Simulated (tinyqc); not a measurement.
Implant damage, amorphisation by cascade overlap, and solid-phase epitaxial regrowth: one step, computed by the program tinyqc. Command: `OMP_NUM_THREADS=1 python tinyqc.py 3111911 3111912 out.jsonl sper walk`. One thread of a shared host (Intel(R) Xeon(R) Processor @ 2.30GHz), about 0.01 s of CPU time with the checks.

Range and width of the damage are inputs. Dynamic annealing enters only through the surviving share f.

Problem. The amorphous layer. Displaced share x(z) = f nu Q exp(-(z - R_d)^2/(2 s_d^2))/(sqrt(2 pi) s_d N); the layer is amorphous where x > x_c, between R_d -/+ s_d sqrt(2 ln(x_max/x_c)), the upper edge being cut at the surface. Threshold dose Q_c = Q x_c/x_max.

Inputs (values chosen for the exercise, modelled on silicon ions in germanium): atomic density N = 44.2 1/nm^3; depth of the damage peak R_d = 19 nm; width of the damage profile s_d = 13 nm; share of defects that survive f = 0.72; critical displaced share x_c = 0.11; dose Q = 2.1e+14 1/cm^2.

displacements per ion nu = 402.1748

Give: peak displaced share x_max; threshold dose Q_c; upper edge; lower edge.

Solution.

peak displaced share x_max = 0.4222

threshold dose Q_c = 5.471e+13 1/cm^2

upper edge = 0 nm

lower edge = 40.32 nm

The layer reaches the surface.
